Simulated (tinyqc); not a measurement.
MOS capacitor on a p-type substrate, surface potential from the exact charge relation: two steps of the calculation.

Uniform p-type substrate, Boltzmann statistics, full ionisation, classical densities. psi is the surface potential against the body (positive when the bands bend down) and u = psi/Vt. Traps are spread evenly over the gap and neutral at flat band, so their charge is -q Dit psi; the minority quasi-Fermi level is shifted by Vb.

Values chosen for this exercise; band and dielectric values close to those of 4H silicon carbide: temperature T = 400 K; band gap Eg = 3.25 eV; relative permittivity eps_r = 9.66; conduction-band density of states at T Nc = 2.63e19 cm^-3; valence-band density of states at T Nv = 3.82e19 cm^-3; acceptor density of the substrate N = 3.8e17 cm^-3; relative permittivity of the gate insulator (close to silicon dioxide) eox = 3.9; insulator thickness tox = 3 nm; fixed charge at the interface, in units of q Nf = 0 cm^-2; density of interface traps Dit = 7e10 cm^-2 eV^-1; reverse bias of the inversion layer against the body Vb = 0 V; gate voltage against the body Vg = -3.19 V.

Constants: q = 1.602176634e-19 C, kB = 1.380649e-23 J/K, Vt = kB T/q, eps0 = 8.8541878128e-14 F/cm where lengths are in cm. Results are converted to the units shown.

Problem 1. Newton step for the surface potential. u = psi/Vt; F^2 = exp(-u) + u - 1 + r (exp(u) - u - 1); Qs = -sign(u) Q0 F; Cs = -dQs/dpsi = (Q0/Vt) |1 - exp(-u) + r (exp(u) - 1)|/(2 F). f = Vfb + psi + (q Dit psi - Qs)/Cox - Vg, f' = 1 + (Cs + q Dit)/Cox, psi(new) = psi - f/f'.

psi after iteration 2 = -0.42320828 V
Cox = 1.1510444 uF/cm^2
Vfb = -2.3110819 V
Q0 = 59.915800 nC/cm^2
r = 7.8388826e-38

Give: u; F; Qs; Cs; f; f'; psi after iteration 3.

Solution 1.

u = -12.28
F = 463.5
Qs = 2.777e4 nC/cm^2
Cs = 402.9 uF/cm^2
f = -23.68 V
f' = 351.0
psi after iteration 3 = -0.3558 V

This iterate lies far beyond the solution, so its charge is not a physical one.

Problem 2. Charges, field and capacitances at the solution. ni = sqrt(Nc Nv) exp(-Eg/(2 Vt)), Eg in volts; phiF = Vt ln(N/ni); Cox = eps0 eox/tox; Vfb = phiM - chi - (Eg - Vt ln(Nv/N)) - q Nf/Cox; Q0 = sqrt(2 eps0 eps_r q N Vt); r = (ni/N)^2 exp(-Vb/Vt); VT = Vfb + [(2 phiF + Vb)(1 + q Dit/Cox) + sqrt(2 eps0 eps_r q N (2 phiF + Vb))/Cox].

Low frequency: 1/C_LF = 1/Cox + 1/(Cs + q Dit). High frequency, in the simple estimate in which traps and minority carriers do not follow: 1/C_HF = 1/Cox + 1/Cd, Cd being Cs with r = 0 at the same psi. Minority sheet density N_inv = (Q0/(2 q)) int_0^u r (exp(t) - 1)/F(t) dt for u > 0. Oxide field |Qs - q Dit psi + q Nf|/(eps0 eox).

converged psi = -0.18004948 V

Give: Qs; N_inv; oxide field; Cs; C_LF/Cox; C_HF/Cox.

Solution 2.

Qs = 802.41 nC/cm^2
N_inv = 0 cm^-2
oxide field = 2.3296 MV/cm
Cs = 11.978 uF/cm^2
C_LF/Cox = 0.91241
C_HF/Cox = 0.91233

The surface is in accumulation (borders at |psi| = 0, phiF + Vb and 2 phiF + Vb = 2.95 V).

Program tinyqc, `OMP_NUM_THREADS=1 python tinyqc.py 2060052 2060053 out.jsonl`; Intel Xeon 2.30GHz, shared host, one thread, about 0.01 s.
